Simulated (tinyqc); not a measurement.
Worked calculation: potential-pH (Pourbaix) lines of a metal, its cation, its oxide and an oxyanion, with a complexing ligand. Computed by tinyqc, a small Python program that keeps every step. Command: `OMP_NUM_THREADS=1 python tinyqc.py 3007004 3007005 out.jsonl pourb walk`. One thread of a shared host (Intel(R) Xeon(R) Processor @ 2.30GHz), about 0.01 s of CPU time with the checks. Intermediate numbers are printed to about 6 digits and carried at full precision; extremes and crossings named in words are read from the listed rows.

Potentials are against the standard hydrogen electrode; solids and water have unit activity; dG_f of M, H+ and the electron is zero; F = e N_A and s = R T ln(10)/F. The cation carries z = 2.

Inputs (values chosen for the exercise, modelled on tin): dG_f of the cation = -27.61 kJ/mol; dG_f of the oxide = -254.18 kJ/mol; dG_f of the oxyanion = -326.07 kJ/mol; dG_f of water = -237.14 kJ/mol; temperature T = 298.15 K; log10 of the dissolved activity a = -6; pH = 9; potential E = 0.81 V; log10 of the stability constant beta of ML = 6.1; pKa of HL = 4.9; total ligand c_L = 0.0018 mol/L; limiting current density i_L = 3.4e-05 A/cm^2; molar volume V_m = 16.3 cm^3/mol.

Species: M, M2+, MO, MO2(2-).

exchange current densities, metal and cathodic (A/cm^2): [1.8e-06, 1.1e-11]

Tafel slopes, anodic and cathodic (mV/decade): [40, 130]

Constants: R = 8.314462618 J/(mol K); e = 1.602176634e-19 C; N_A = 6.02214076e+23 1/mol.

## Standard potentials

M2+ + 2e = M; MO + 2H+ + 2e = M + H2O; MO2(2-) + 4H+ + 2e = M + 2H2O. For each, E0 = -dG/(z F), and E = E0 + (s/z) log10 a - (s n_H/z) pH, with no activity term for the oxide.

s = 0.0591593 V

E0 (V): cation -0.143079, oxide -0.088304, oxyanion 0.768044

The metal is less noble than hydrogen.

## Vertical lines

Two oxidised species coexist where their lines against the metal cross: pH1 (cation/oxide) = [E0(oxide) - E0(cation)]/s - (log10 a)/z; pH2 (oxide/oxyanion) = {[E0(oxyanion) - E0(oxide)]/s + (log10 a)/z}/(4/z - 1).

pH1 = 3.92589

pH2 = 11.4753

width of the oxide field, pH2 - pH1 = 7.54938

The oxide is stable from pH 3.93 to 11.48; each decade less of dissolved metal narrows this field by 1.00 pH units.

## The stable species at (pH, E)

The metal is stable below the lowest of the three lines; above it, the species of the lowest line is stable. Water lines at 1 bar: hydrogen E = -s pH, oxygen E = -dG_f(water)/(2F) - s pH.

lines at this pH (V): cation -0.320557, oxide -0.620738, oxyanion -0.474302

upper limit of immunity = -0.620738 V

hydrogen line = -0.532434 V

oxygen line = 0.696457 V

E above the limit of immunity = 1.43074 V

Stable here: the oxide (passivity, if the film is dense). The point lies outside the stability range of water. Water itself can oxidise the metal at this pH. Caution: other oxidation states, hydroxides and hydrides are left out, and the lines say nothing of rates.

## A complexing ligand

The free ligand is c_L/(1 + 10^(pKa - pH)) (ligand in excess); dissolved metal is a in all, so the free cation is a/alpha, alpha = 1 + beta [L]; the cation line drops by (s/z) log10 alpha.

free ligand = 0.00179986 mol/L

log10 alpha = 3.35543

cation line with ligand = -0.419809 V

that line less the oxide line = 0.200928 V

The oxide still lies below the complexed cation at this pH.

## Mixed potential with oxygen reduction

Anodic i = i0a 10^((E - E_a)/b_a) with E_a the cation line with ligand; cathodic i = i0c 10^((E_c - E)/b_c) with E_c the oxygen line; supply caps the cathodic current, 1/i_c = 1/i(Tafel) + 1/i_L. E_corr makes the two currents equal. Without the cap it would be [b_c E_a + b_a E_c + b_a b_c log10(i0c/i0a)]/(b_a + b_c). Rate = i V_m/(z F). Films are left out.

E_corr without the cap = -0.316642 V

corrosion potential E_corr = -0.369099 V

corrosion current density = 3.33446e-05 A/cm^2

i/i_L = 0.980723

etch rate = 1.68995 nm/min

The current sits at the supply limit: stirring or more oxidant, not the ligand, sets the rate. Caution: at this pH the oxide, not the cation, is the stable product, and a film would cut the rate.

## The diagram with and without ligand

The formulas are those given above.

Lines against the metal (V); the species with the lowest line is stable above it:
```
pH     cation      oxide  oxyanion  stable above  cation with ligand  stable above, ligand
0   -0.320557  -0.088304   0.59057        cation           -0.320918             dissolved
2   -0.320557  -0.206622   0.35393        cation           -0.337872             dissolved
4   -0.320557  -0.324941   0.11729         oxide           -0.391710             dissolved
5   -0.320557  -0.384100  -0.00103         oxide           -0.412304             dissolved
6   -0.320557  -0.443260  -0.11935         oxide           -0.418829                 oxide
7   -0.320557  -0.502419  -0.23766         oxide           -0.419709                 oxide
8   -0.320557  -0.561578  -0.35598         oxide           -0.419800                 oxide
9   -0.320557  -0.620738  -0.47430         oxide           -0.419809                 oxide
10  -0.320557  -0.679897  -0.59262         oxide           -0.419810                 oxide
12  -0.320557  -0.798216  -0.82926      oxyanion           -0.419810              oxyanion
14  -0.320557  -0.916534  -1.06590      oxyanion           -0.419810              oxyanion
```

Without ligand the oxide holds 7 of the eleven rows (pH 4 to 10), with it 5 (pH 6, 7, 8, 9, 10). The ligand acts once beta [L] exceeds 1, from pH = pKa - log10(beta c_L) = 1.5 on; its line then falls by at most s/z per pH unit and flattens beyond pKa, 0.099 V below the free cation at most. The oxide line falls faster, by s per pH unit, so the oxide takes over again at higher pH.

Checks made by the program: the lines cross at pH1 and pH2 (relative difference below 1e-10).
